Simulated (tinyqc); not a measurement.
Dielectric constant under pressure: Penn model of the dielectric constant and Phillips ionicity.

n = 32/a^3; Ep^2 = 8 pi c e2 n with c = hbar^2/2m0, e2 = e^2/(4 pi eps0); EF = c (3 pi^2 n)^(2/3); eps = 1 + (Ep/Eg)^2 S with S = 1 - Eg/(4 EF) + (Eg/(4 EF))^2/3, Eg the Penn gap. Core d shells are left out.

Phillips: bond length d = sqrt(3) a/4; homopolar gap Eh = 39.74 d^(-2.48) eV (d in angstrom); Eg^2 = Eh^2 + C^2; ionicity fi = C^2/Eg^2.

Constants: hbar^2/2m0 = 3.80998211 eV angstrom^2; e^2/(4 pi eps0) = 14.39964547 eV angstrom.

Values chosen for the exercise (out of a larger set: near those of Si; not measured data): a = 5.41 angstrom (cubic lattice constant, 32 valence electrons a cell); C0 = 0 eV (ionic gap, held fixed).

The lattice constant is scaled by the factor listed; C = C0.

Results:

| factor | Eh (eV) | Eg (eV) | Ep (eV) | eps | fi |
|---|---|---|---|---|---|
| 0.94 | 5.611 | 5.611 | 18.317 | 10.640 | 0.000 |
| 0.96 | 5.325 | 5.325 | 17.747 | 11.057 | 0.000 |
| 0.98 | 5.060 | 5.060 | 17.207 | 11.482 | 0.000 |
| 0.99 | 4.934 | 4.934 | 16.947 | 11.698 | 0.000 |
| 1.00 | 4.813 | 4.813 | 16.693 | 11.916 | 0.000 |
| 1.01 | 4.695 | 4.695 | 16.446 | 12.136 | 0.000 |
| 1.02 | 4.582 | 4.582 | 16.205 | 12.358 | 0.000 |
| 1.04 | 4.367 | 4.367 | 15.739 | 12.810 | 0.000 |

d ln eps/d ln a = +1.84 around factor 1: eps falls under compression. Ep^2 goes as a^-3 and Eh^2 as a^-4.96; with C fixed Eg^2 goes as a^-4.96 at fi = 0.000, and leaving S aside the two powers balance at fi = 0.395. The slope is a difference of two powers and the model omits d shells and any change of C, so it is no prediction for a real crystal; eps from C0 (row 1.00) need not match a measured ei.

Run: tinyqc, `OMP_NUM_THREADS=1 python tinyqc.py 1681655 1681656 out.jsonl`; Intel(R) Xeon(R) Processor @ 2.30GHz, one thread, shared host; about 0.01 s of CPU time with all checks.
